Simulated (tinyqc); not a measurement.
Heterojunction of two tight-binding chains: sweeps and comparisons. A value that a table varies takes the place of the one given here.

Left chain: hopping -t1, sites at 2 t1 (band bottom 0). Right chain: hopping -t2, sites at dE + 2 t2 (bottom dE). t = c/(m a^2), c = hbar^2/2m0. The bond across the interface is -tc with tc = f sqrt(t1 t2), and the last left site has the extra energy U. In a chain E = bottom + 2t (1 - cos(ka)); the surface Green function of a half chain is g = -exp(ika)/t, with Im k > 0 where cos(ka) > 1.

Constants: hbar^2/2m0 = 3.80998211 eV angstrom^2.

Parameters, chosen for this exercise (masses and offset of the size met at InAs / GaSb; shifted at random, so the results belong to these values and not to a real crystal):
```
symbol  value  unit      meaning
a       4      angstrom  site spacing
m1      0.025  m0        mass on the left
m2      0.038  m0        mass on the right
dE      0.73   eV        band offset
f       0.87             factor on the interface hopping
U       0      eV        extra energy on the last left site
E       0.764  eV        electron energy
```

## Transmission against energy, and which matching rule a chain obeys

Chain A is the junction as given; chain B has tc = sqrt(t1 t2) and U = 0; chain C has tc = t2 and U = t2 - t1, the finite-difference form of -d/dx (c/m) d/dx. Continuum formulas T = 4 x y/(x + y)^2 with parabolic k: x, y = k/m on each side (BenDaniel-Duke) or x, y = k (slope continuous).

T:
```
E - dE (eV)  E (eV)  chain A  chain B  chain C  k/m matched  k matched
0.002         0.732   0.1189   0.2256   0.1547       0.1561     0.2275
0.005         0.735   0.1812   0.3325   0.2331       0.2351     0.3351
0.010         0.740   0.2459   0.4354   0.3125       0.3150     0.4386
0.020         0.750   0.3281   0.5545   0.4101       0.4131     0.5580
0.050         0.780   0.4634   0.7216   0.5618       0.5654     0.7252
0.100         0.830   0.5794   0.8365   0.6820       0.6857     0.8395
0.200         0.930   0.6954   0.9236   0.7911       0.7945     0.9258
0.400         1.130   0.7969   0.9753   0.8753       0.8782     0.9764
```

How do the results move?

Chain C follows the k/m rule within 0.0037 and chain B the plain k rule within 0.0036, while the two rules differ by up to 0.1598: in B the self-energy of the right side is -t1 exp(i k2 a), so only k2 enters, and in C it is -t2 exp(i k2 a), which carries 1/m2. Chain A, with f = 0.87 and U = 0 eV, has an interface term of its own and lies up to 0.2583 from B and 0.1026 from C.

## When the interface binds a state

A state below both bands solves E - 2 t1 - U - S1(E) - S2(E) = 0 for E < 0, with S1 = -t1 z1, S2 = -(tc^2/t2) z2 and |z| < 1 the decaying root of z + 1/z = 2 - (E - bottom)/t. Decay lengths -a/ln|z|. The threshold is the U that solves the equation at E = 0. A dash: no bound state.

Interface state:
```
U (eV)   E (eV)  decay left (angstrom)  decay right (angstrom)
-1.32         -                      -                       -
-2.64         -                      -                       -
-3.95         -                      -                       -
-4.83   -0.0175                   93.2                    11.6
-5.71   -0.1289                   34.4                    10.9
-7.03   -0.4190                   19.1                     9.4
-8.78   -0.9697                   12.6                     7.8
-13.18  -2.9980                    7.2                     5.3
```

threshold U = -4.3918 eV

How do the results move?

The step and the weakened interface bond push the state out, so an attraction must exceed 4.3918 eV to bind; 5 of the 8 rows are bound. At U = -13.18 eV the state decays over 7.2 angstrom to the left and 5.3 to the right, where the band lies higher.

## What each parameter does

T = 4 Im(S1) Im(S2) |G|^2 with G = 1/(E - 2 t1 - U - S1 - S2), S1 = -t1 exp(i k1 a), S2 = -(tc^2/t2) exp(i k2 a). Each row changes one parameter from the base and keeps the others.

Results:
```
case                   T    k1 a    k2 a
base              0.4031  0.2842  0.0737
m1 = 0.03 m0      0.4018  0.3115  0.0737
m2 = 0.0456 m0    0.4311  0.2842  0.0807
dE = 0.68 eV      0.5493  0.2842  0.1158
f = 0.783         0.2226  0.2842  0.0737
U = 0.2 eV        0.3809  0.2842  0.0737
a = 3.2 angstrom  0.3329  0.2271  0.0589
```

What can be read from the table?

The largest shifts from the base row, up to three for each result and ties (the steps differ in size, so this ranks the rows, not the parameters). T: f -0.1805, dE +0.1462, a -0.0702. k1 a: a -0.0571, m1 +0.0273; unchanged at the printed digits by m2, dE, f and U. k2 a: dE +0.0422, a -0.0147, m2 +0.0070; unchanged at the printed digits by m1, f and U.

Program tinyqc; command `OMP_NUM_THREADS=1 python tinyqc.py 1452719 1452720 out.jsonl`; about 0.01 s on one thread of a shared Intel(R) Xeon(R) Processor @ 2.30GHz.
